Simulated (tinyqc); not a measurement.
From results back to parameters: buckled dimers of a reconstructed (001) surface, two dangling bonds a dimer. Three cases, with inputs chosen for the exercise.

Problem. With tp the pi coupling of the two dangling bonds, gm their shift per height and kf the force constant (elastic energy kf z^2), an isolated buckled dimer has gap 2 gm^2/kf, buckling z with (gm z)^2 + tp^2 = (gm^2/kf)^2, and charge gm z/(gm^2/kf) moved to the up atom. The values come from hidden parameters.

Case 1.

gap = 0.961143 eV
z = 0.258332 angstrom
charge moved = 0.935342 e

Case 2.

gap = 1.528244 eV
z = 0.377722 angstrom
charge moved = 0.874949 e

Case 3.

gap = 1.551114 eV
z = 0.277012 angstrom
charge moved = 0.832224 e

Find: tp; gm; kf.

Solution. With x half the gap and c the charge: tp = x sqrt(1 - c^2), gm = x c/z, kf = gm^2/x.

Case 1.

tp = 0.17 eV
gm = 1.74 eV/angstrom
kf = 6.3 eV/angstrom^2

Case 2.

tp = 0.37 eV
gm = 1.77 eV/angstrom
kf = 4.1 eV/angstrom^2

Case 3.

tp = 0.43 eV
gm = 2.33 eV/angstrom
kf = 7.0 eV/angstrom^2

Computed by tinyqc, one run a case: `OMP_NUM_THREADS=1 python tinyqc.py N N+1 out.jsonl` with N = 1451869, 1451961, 1452021; one thread of a shared Intel(R) Xeon(R) Processor @ 2.30GHz, about 0.05 s a run at most.
